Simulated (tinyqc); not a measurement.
Short-channel transistor, virtual-source model with series resistance: effect of the drain-induced barrier lowering on the on and off currents.

The current per gate width is the charge at the top of the source barrier (the virtual source) times its velocity times a saturation function; al and be are fitting constants of the model. Units: I in uA/um, Rs in ohm um, so I Rs = 1e-6 I Rs in volts; Q in uC/cm^2, so I = 1e-4 Q vx0 Fsat with vx0 in cm/s.

Intrinsic voltages Vg' = Vgs - I Rs, Vd' = Vds - 2 I Rs. n = n0 + nd Vd', VT = VT0 - dl Vd', Ff = 1/(1 + exp((Vg' - VT + al Vt/2)/(al Vt))), Q = Cinv n Vt ln(1 + exp((Vg' - VT + al Vt Ff)/(n Vt))), Vdsat = (vx0 L/mu)(1 - Ff) + Vt Ff, Fsat = u/(1 + u^be)^(1/be) with u = Vd'/Vdsat, and I = Q vx0 Fsat per width. I is solved self-consistently. Ion is I at Vgs = Vds = 1 V, Ioff at Vgs = 0, Vds = 1 V, and Rlin = Vds/I at Vgs = 1 V, Vds = 0.05 V.

Parameters, values chosen for the exercise:
- T = 350 K (temperature)
- Cinv = 3.99 uF/cm^2 (inversion capacitance)
- vx0 = 1.37e7 cm/s (velocity at the virtual source)
- mu = 340 cm^2/(V s) (apparent mobility)
- L = 25 nm (channel length)
- VT0 = 0.45 V (threshold at zero drain voltage)
- n0 = 1.43 (subthreshold factor)
- nd = 0.1 1/V (growth of n with drain voltage)
- al = 3.5 (threshold shift (in units of Vt) from weak to strong inversion)
- be = 1.4 (sharpness of saturation)
- Rs = 120 ohm um (series resistance of each contact)

Constants: q = 1.602176634e-19 C, kB = 1.380649e-23 J/K, Vt = kB T/q. Results are converted to the units shown.

Result of one run:
```
Ion (uA/um)	Ioff (nA/um)	log10(Ion/Ioff)	Rlin (ohm um)
2162	2.986e4	1.860	275.2
```

Which drain-induced barrier lowering dl gave this result: 0.08, 0.16, 0.2 or 0.28 V/V?

dl = 0.28 V/V.

The whole series:
```
dl (V/V)	Ion (uA/um)	Ioff (nA/um)	log10(Ion/Ioff)	Rlin (ohm um)
0	1760	136.4	4.111	275.3
0.04	1828	316.9	3.761	275.3
0.08	1892	727.8	3.415	275.3
0.12	1952	1645	3.074	275.2
0.16	2009	3629	2.743	275.2
0.2	2063	7735	2.426	275.2
0.24	2114	1.570e4	2.129	275.2
0.28	2162	2.986e4	1.860	275.2
```

As dl goes from 0 to 0.28 V/V, Ion rises from 1760 to 2160 uA/um, Ioff rises from 136 to 29900 nA/um and Rlin stays near 275 ohm um. Ion changes by a factor of 1.23 and Ioff by 219. The off current depends on it through an exponential, the on current about linearly. For dl = 0.12 to 0.28 V/V the off current passes 1 uA/um, so the device is hardly off at Vgs = 0.

Numbers from tinyqc (`OMP_NUM_THREADS=1 python tinyqc.py 2380123 2380124 out.jsonl`; about 0.06 s on one thread of a shared Intel Xeon 2.30GHz).
